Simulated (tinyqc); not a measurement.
# Interface traps from C-V curves, high-low and Terman methods: effects of single changes

MOS capacitor on an n-type substrate; psi is the band bending, negative in depletion; only majority carriers are counted. At the bending psi the Fermi level lies y = xi - psi below the conduction edge at the surface, xi = Vt ln(Nc/Nd). Dit(y) = D0 + D1 exp(-y/E1); traps fill up to the Fermi level, follow the bias and a slow signal, and do not follow a fast one. V is the gate voltage from flat band.

Values chosen for this exercise; band and dielectric values close to those of silicon:

| symbol | value | unit | meaning |
|---|---|---|---|
| T | 350 | K | temperature |
| eps_r | 11.9 |  | relative permittivity |
| Nc | 3.49e19 | cm^-3 | conduction-band density of states at T |
| Nd | 4.2e17 | cm^-3 | donor density |
| EOT | 22 | nm | equivalent oxide thickness |
| D0 | 2.4e12 | cm^-2 eV^-1 | trap density far from the band edge |
| D1 | 4.7e13 | cm^-2 eV^-1 | band-tail density at the conduction edge |
| E1 | 0.1 | eV | decay energy of the tail |

Constants: q = 1.602176634e-19 C, kB = 1.380649e-23 J/K, Vt = kB T/q, eps0 = 8.8541878128e-14 F/cm where lengths are in cm. Results are converted to the units shown.

Each table varies one quantity; the others keep the values above.

## Subthreshold swing with traps

Cox = 3.9 eps0/EOT, LD = sqrt(eps0 eps_r Vt/(q Nd)), u = psi/Vt, Cd = (eps0 eps_r/(sqrt(2) LD)) |exp(u) - 1|/sqrt(exp(u) - u - 1). At psi = -0.25 V the swing of a transistor with this gate would be S = Vt ln 10 (1 + (Cd + q Dit)/Cox), Dit as above.

Subthreshold swing with traps:
```
D0 (cm^-2 eV^-1),Dit (cm^-2 eV^-1),q Dit/Cox,S (mV/decade)
8.5e9,1.026e12,1.047,319.8
2.5e10,1.042e12,1.064,321.0
7.3e10,1.090e12,1.113,324.4
2.1e11,1.227e12,1.253,334.1
6.2e11,1.637e12,1.671,363.1
1.8e12,2.817e12,2.876,446.8
5.3e12,6.317e12,6.448,694.9
1.5e13,1.602e13,16.35,1383
```

What does the comparison show?

S rises from 320 to 1380 mV/decade; without traps it is 247. The traps add 10 mV/decade at Dit = 1.41e11 cm^-2 eV^-1 and equal Cox at 9.80e11.

## An error in the doping read as traps

Ideal V0 = psi - sqrt(2) (eps0 eps_r Vt/LD) sqrt(exp(u) - u - 1)/Cox for psi < 0; the traps add dV = (q/Cox) times the integral of Dit from 0 to psi = (q/Cox) [D0 psi + D1 E1 exp(-xi/E1) (exp(psi/E1) - 1)]. 1/C_HF = 1/Cox + 1/Cd, 1/C_LF = 1/Cox + 1/(Cd + q Dit). The sample has Nd; the ideal curve is drawn with Nd (1 + e). At the true psi = -0.25 V the measured C_HF is matched to the ideal curve, which gives psi', and Dit = (Cox/q) [dV/dpsi' - 1 - Cd'(psi')/Cox], derivatives exact.

The same in every row: true Dit (cm^-2 eV^-1) = 3.417e12.

An error in the doping read as traps:
```
e,psi' (V),apparent Dit (cm^-2 eV^-1)
-0.15,-0.2168,4.593e12
-0.1,-0.2279,4.162e12
-0.05,-0.2390,3.771e12
-0.02,-0.2456,3.555e12
0,-0.2500,3.417e12
0.02,-0.2544,3.285e12
0.05,-0.2610,3.095e12
0.1,-0.2721,2.800e12
0.15,-0.2831,2.529e12
```

What does the table show?

The apparent Dit falls from 4.59e12 to 2.53e12 cm^-2 eV^-1, against the true 3.42e12. An error of +5 % in the doping shifts it by -3.23e11 cm^-2 eV^-1, 9.44 % of the true value.

Program tinyqc, `OMP_NUM_THREADS=1 python tinyqc.py 2030067 2030068 out.jsonl`; Intel Xeon 2.30GHz, shared host, one thread, about 0.01 s.
